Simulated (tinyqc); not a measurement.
Inside a calculation. Method: extended Hueckel theory, for H3+. The parameters take no account of the charge, which enters only through the electron count. One step of it, computed by the program tinyqc.

Question. Mulliken analysis. P = C n C^T; charge = valence electrons (H 1) minus the sum of (P S)_ii on the atom; overlap population = 2 sum P_ij S_ij between two atoms.

coefficients, order 1H 1s, 2H 1s, 3H 1s:
```
[[0.400232, -0.602133, 1.043394],
 [0.400232, -0.602133, -1.043394],
 [0.400172, 1.204445, 0.000000]]
```

occupations: [2.000000, 0.000000, 0.000000]

overlap S, order 1H 1s, 2H 1s, 3H 1s:
```
[[1.000000, 0.540724, 0.540483],
 [0.540724, 1.000000, 0.540483],
 [0.540483, 0.540483, 1.000000]]
```

Give: charges; Overlap populations.

Answer.

charges: [0.333, 0.333, 0.333]

Overlap populations:
```
pair     value
2-1   0.346465
3-1   0.346259
3-2   0.346259
```
